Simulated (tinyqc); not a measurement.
## Resistance of a source-drain extension with a graded tip: effect of the depth of the extension

y runs along the channel, the gate covers y > 0. The doping is N0 for y < y0 and N0 10^(-(y - y0)/la) beyond, uniform over the depth xj. Sheet conductance s(y) = q mu(N) max(N - Nch, 0) xj + (for y > 0) ma Cox Vo, with mu(N) = u0 + (u1 - u0)/(1 + (N/Nr)^au) and Cox = eps0 eox/tox. Current is taken as one-dimensional; depletion of the tip, spreading and the contact are left out. The metallurgical junction lies at yj, where N = Nch.

R_spacer = integral of dy/s from -Ls to 0, R_ov from 0 to yj, R_channel = (Lg - 2 yj)/(ma Cox Vo), R_total = 2 R_spacer + 2 R_ov + R_channel. Electrical length L_eff = ma Cox dR_total/d(1/Vo); R_series = R_total - L_eff/(ma Cox Vo).

Inputs (values chosen for the exercise); mobility law close to that of electrons in silicon:
```
symbol,value,unit,meaning
eox,3.9,,relative permittivity of the gate insulator (close to silicon dioxide)
tox,3.6,nm,insulator thickness
N0,5.6e19,cm^-3,active doping of the extension far from the gate
la,5.1,nm/decade,lateral abruptness
y0,-0.2,nm,position under the gate where the fall begins (gate edge at 0)
Nch,3.3e18,cm^-3,channel doping
Ls,13,nm,spacer length
Vo,0.6,V,gate overdrive
ma,130,cm^2/(V s),mobility of the gate-induced layer
u1,1414,cm^2/(V s),mobility at low doping
u0,68.5,cm^2/(V s),mobility at high doping
Nr,9.2e16,cm^-3,reference doping
au,0.711,,exponent
Lg,40,nm,gate length
```

Constants: q = 1.602176634e-19 C, eps0 = 8.8541878128e-14 F/cm where lengths are in cm. Results are converted to the units shown.

The same in every row: yj (nm) = 6.071; R_channel (ohm um) = 372.3.

Results:

| xj (nm) | R_spacer (ohm um) | R_ov (ohm um) | R_total (ohm um) | L_eff (nm) | R_series (ohm um) |
|---|---|---|---|---|---|
| 4 | 46.71 | 45.00 | 555.8 | 32.18 | 125.6 |
| 5.6 | 33.37 | 39.59 | 518.3 | 31.39 | 98.67 |
| 7.7 | 24.27 | 34.59 | 490.0 | 30.73 | 79.33 |
| 11 | 16.99 | 29.27 | 464.9 | 30.09 | 62.66 |
| 21 | 8.898 | 20.81 | 431.8 | 29.21 | 41.27 |
| 29 | 6.443 | 17.25 | 419.7 | 28.90 | 33.49 |
| 40 | 4.671 | 14.17 | 410.0 | 28.65 | 27.13 |

Estimate the missing row, xj = 15 nm.

Computed row:

| xj (nm) | R_spacer (ohm um) | R_ov (ohm um) | R_total (ohm um) | L_eff (nm) | R_series (ohm um) |
|---|---|---|---|---|---|
| 15 | 12.46 | 25.00 | 447.3 | 29.63 | 51.25 |

With this row back in the table: As xj goes from 4 to 40, R_total falls from 556 to 410 ohm um, L_eff falls from 32.2 to 28.6 nm and R_series falls from 126 to 27.1 ohm um.

Computed by the program tinyqc: `OMP_NUM_THREADS=1 python tinyqc.py 2282240 2282241 out.jsonl`, one thread of a shared Intel Xeon 2.30GHz, about 0.04 s for the whole run.
